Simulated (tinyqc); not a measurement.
Scan in temperature at fixed frequency: admittance spectroscopy and thermally stimulated current of one trap level in a depletion layer. Computed by tinyqc, a small Python program. Command: `OMP_NUM_THREADS=1 python tinyqc.py 3113896 3113897 out.jsonl admit walk`. One thread of a shared host (Intel(R) Xeon(R) Processor @ 2.30GHz), about 0.01 s of CPU time with the checks.

A Schottky junction on n-type material holds one donor-like electron trap; shallow donors are fully ionised and abrupt depletion edges are assumed.

Inputs (values chosen for the exercise, modelled on n-type GaN):

| quantity | value | unit |
|---|---|---|
| dielectric constant eps | 9.68 | - |
| density-of-states mass m | 0.194 | m_0 |
| shallow doping N | 4e+15 | 1/cm^3 |
| trap density N_t | 3.6e+14 | 1/cm^3 |
| trap depth E_t below the band | 0.437 | eV |
| capture cross section sigma | 1.3e-15 | cm^2 |
| band bending V_b | 1.1 | V |
| test frequency f | 100000 | Hz |

Constants: k_B = 1.380649e-23 J/K; m_0 = 9.1093837015e-31 kg; h = 6.62607015e-34 J s; k_B = 8.617333262e-05 eV/K; eps_0 = 8.8541878128e-12 F/m; e = 1.602176634e-19 C.

Method:
- N_c = 2 (2 pi m k_B T/h^2)^(3/2), v_th = sqrt(3 k_B T/m), emission rate e_n = sigma v_th N_c exp(-E_t/(k_B T)).
- Where the level crosses the Fermi level capture equals emission, so the trap follows the signal with the rate 2 e_n; G/omega peaks at omega = 2 e_n (the correction for large N_t/N is left out).
- Solve 2 e_n(T_p) = 2 pi f.
- With E_c - E_F = k_B T_p ln(N_c/N): lambda = sqrt(2 eps eps_0 (E_t - (E_c - E_F))/(e^2 N)); traps are empty and charged for x < x_t = w - lambda, and V_b = e (N w^2 + N_t x_t^2)/(2 eps eps_0). High frequency: C_hf = eps eps_0/w. Low frequency: C_lf = eps eps_0 (N + N_t)/(N w + N_t x_t).
- With x = omega/(2 e_n): C = C_hf + (C_lf - C_hf)/(1 + x^2), G/omega = (C_lf - C_hf) x/(1 + x^2); C_hf and C_lf are held at their values at T_p.

peak temperature T_p = 392.873 K

C_hf = 16.0197 nF/cm^2

C_lf = 16.6287 nF/cm^2

Admittance:

| T (K) | omega/(2 e_n) | C (nF/cm^2) | G/omega (nF/cm^2) |
|---|---|---|---|
| 345.7 | 7.5171 | 16.030 | 0.07961 |
| 361.4 | 3.6367 | 16.063 | 0.15569 |
| 373.2 | 2.1884 | 16.125 | 0.23022 |
| 385.0 | 1.3558 | 16.234 | 0.29092 |
| 392.9 | 0.9990 | 16.325 | 0.30450 |
| 400.7 | 0.7471 | 16.411 | 0.29200 |
| 412.5 | 0.4908 | 16.510 | 0.24088 |
| 428.2 | 0.2902 | 16.581 | 0.16301 |
| 447.9 | 0.1576 | 16.614 | 0.09363 |

What does the comparison show, and why?

The peak of G/omega is half the step, 0.305 nF/cm^2. Its full width is near 2 ln(2 + sqrt3) k_B T_p^2/(E_t + 2 k_B T_p) = 69.4 K.

Extremes, crossings and ranges named in words are read from the listed rows.
